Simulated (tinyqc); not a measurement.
The fan of levels: Landau levels of massive Dirac electrons in two valleys.

H = hv (tau kx sx + ky sy) + (D/2) sz. Conduction levels E_N = sqrt(D^2/4 + 2N hv^2/l^2) - D/2 from the band edge; N = 1, 2, ... occur in both valleys, N = 0 in one valley only (its partner in the other valley lies at the valence edge). Each state is twofold in spin; spin splittings are left out.

In a field B along z: l = 1/sqrt((e/hbar) B) is the magnetic length, n_B = B/(h/e) the number of states per area in one level, hbar wc = 2 muB B/m for mass m in m0; 1/angstrom^2 = 1e16/cm^2.

Constants: e/hbar = 1.519267448e-05 1/(T angstrom^2); h/e = 413566.7697 T angstrom^2; muB = 5.788381798e-05 eV/T.

Parameters, chosen for this exercise (out of a larger set: a gapped graphene sheet; not measured data):
- hv = 6.21 eV angstrom (hbar v)
- D = 0.07 eV (gap)
- Bs = (1, 2, 3, 5, 7, 10, 14) T (fields)

The four lowest levels against B, with their labels in order.

Levels (meV):

| B (T) | first | second | third | fourth | order |
|---|---|---|---|---|---|
| 1.00 | 0.00 | 13.96 | 24.74 | 33.85 | 0 1 2 3 |
| 2.00 | 0.00 | 24.74 | 41.89 | 55.86 | 0 1 2 3 |
| 3.00 | 0.00 | 33.85 | 55.86 | 73.49 | 0 1 2 3 |
| 5.00 | 0.00 | 49.17 | 78.77 | 102.12 | 0 1 2 3 |
| 7.00 | 0.00 | 62.10 | 97.78 | 125.72 | 0 1 2 3 |
| 10.0 | 0.00 | 78.77 | 122.04 | 155.73 | 0 1 2 3 |
| 14.0 | 0.00 | 97.78 | 149.49 | 189.59 | 0 1 2 3 |

The fourth level grows as B^0.72 over the first two rows and B^0.58 over the last two (1 for a parabolic band without a fixed offset such as a valley splitting, 1/2 for massless Dirac electrons). The order of the levels does not change. Level 1 follows hbar wc = 2 hv^2/(l^2 D) while that is small against D: 234.4 meV against 97.8 meV in the last row.

Run: tinyqc, `OMP_NUM_THREADS=1 python tinyqc.py 1251749 1251750 out.jsonl`; Intel(R) Xeon(R) Processor @ 2.30GHz, one thread, shared host; about 0.01 s of CPU time with all checks.
